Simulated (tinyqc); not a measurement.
Valley-orbit splitting of a donor ground state, with strain: one step, computed by the program tinyqc. Command: `OMP_NUM_THREADS=1 python tinyqc.py 3015424 3015425 out.jsonl valleyorbit walk`. One thread of a shared host (Intel(R) Xeon(R) Processor @ 2.30GHz), about 0.01 s of CPU time with the checks.

The basis is the 1s envelope in each valley; energies are counted from the unstrained conduction-band edge. The strain is e_s (a a^T - 1/3) for the unit stress axis a, so valley j along n_j moves by Xi_u e_s w_j with w_j = (n_j.a)^2 - 1/3: -1/3 for x and y, +2/3 for z.

Problem. Levels without strain. By symmetry: E(A1) = E_0 + Lambda + 4 Delta_1 + Delta_2 (one state), E(T2) = E_0 + Lambda - Delta_2 (three), E(E) = E_0 + Lambda - 2 Delta_1 + Delta_2 (two), as binding energies.

Inputs (values chosen for the exercise, modelled on donors in silicon):
```
quantity                          value  unit
single-valley binding energy E_0   31.3   meV
central-cell shift Lambda          7.37   meV
coupling Delta_1                   1.91   meV
coupling Delta_2                   1.28   meV
```

Valleys: six along <100>. Stress axis: [001].

Give: E(A1); E(T2); E(E).

Solution.

E(A1) = 47.59 meV

E(T2) = 37.39 meV

E(E) = 36.13 meV

Only A1 has all valley amplitudes in phase, so only it has weight at the nucleus. Of the upper states T2 is bound more strongly, because Delta_1 is larger than Delta_2.
